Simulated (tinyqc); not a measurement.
Strength against creep resistance: grain growth, pinning, strength and diffusional creep of a polycrystal or thin film. Computed by tinyqc, a small Python program. Command: `OMP_NUM_THREADS=1 python tinyqc.py 3017107 3017108 out.jsonl grain walk`. One thread of a shared host (Intel(R) Xeon(R) Processor @ 2.30GHz), about 0.01 s of CPU time with the checks.

One mean grain size d describes the structure.

Inputs (values chosen for the exercise, for a model solid):

| quantity | value | unit |
|---|---|---|
| atomic volume Omega | 20.02 | angstrom^3 |
| boundary energy gamma | 0.59 | J/m^2 |
| mobility prefactor M0 | 2e-07 | m^4/(J s) |
| activation energy of boundary motion Q_m | 4.04 | eV |
| anneal temperature T | 2025 | K |
| anneal time t | 1300 | s |
| initial grain size d0 | 15 | nm |
| particle volume fraction f | 0.00019 | - |
| particle radius r | 6.1 | nm |
| Hall-Petch slope k_y | 0.32 | MPa m^0.5 |
| lattice diffusion energy Q_l | 4.94 | eV |
| boundary diffusion energy Q_b | 2.59 | eV |
| lattice prefactor D0 | 2.4e-05 | m^2/s |
| boundary prefactor delta D0b | 8.6e-15 | m^3/s |
| applied stress sigma | 25 | MPa |
| service temperature T_c | 602 | K |

Sample: bulk.

Constants: k_B = 8.617333262e-05 eV/K; k_B = 1.380649e-23 J/K.

Method:
- M = M0 exp(-Q_m/(k_B T)). The driving pressure is 2 gamma/d. Zener pinning pressure 3 f gamma/(2 r) stops growth at d_Z = 4 r/(3 f). The limit is d_lim = d_Z.
- dd/dt = 2 M gamma (1/d - 1/d_lim) integrates to 2 M gamma t = d_lim (d0 - d) + d_lim^2 ln[(d_lim - d0)/(d_lim - d)]; without pinning d^2 = d0^2 + 4 M gamma t.
- Nabarro-Herring rate = 14 sigma Omega D_l/(k_B T d^2), D_l = D0 exp(-Q_l/(k_B T)); Coble rate = 14 pi sigma Omega delta D_b/(k_B T d^3), delta D_b = delta D0b exp(-Q_b/(k_B T)); they are equal at d_x = pi delta D_b/D_l.
- Hall-Petch term k_y/sqrt(d).

crossover size d_x = 5.30872e+16 micrometre

At T_c and sigma:

| d (nm) | Hall-Petch term (MPa) | Nabarro-Herring (1/s) | Coble (1/s) | time to 1 % (s) |
|---|---|---|---|---|
| 30 | 1847.5 | 9.8970e-32 | 1.7513e-13 | 5.7099e+10 |
| 100 | 1011.9 | 8.9073e-33 | 4.7286e-15 | 2.1148e+12 |
| 300 | 584.2 | 9.8970e-34 | 1.7513e-16 | 5.7099e+13 |
| 1000 | 320.0 | 8.9073e-35 | 4.7286e-18 | 2.1148e+15 |
| 3000 | 184.8 | 9.8970e-36 | 1.7513e-19 | 5.7099e+16 |
| 10000 | 101.2 | 8.9073e-37 | 4.7286e-21 | 2.1148e+18 |
| 100000 | 32.0 | 8.9073e-39 | 4.7286e-24 | 2.1148e+21 |

What follows from these numbers?

From 100 micrometre to 30 nm grains the Hall-Petch term grows 58 times, while the time to 1 % strain shrinks by 10.6 decades. Coble creep rules in 7 of the seven rows (d_x is a millimetre or more). Fine grains resist slip but creep fast. The Hall-Petch value at 30 nm is at the edge of that law.

Extremes, crossings and ranges named in words are read from the listed rows.
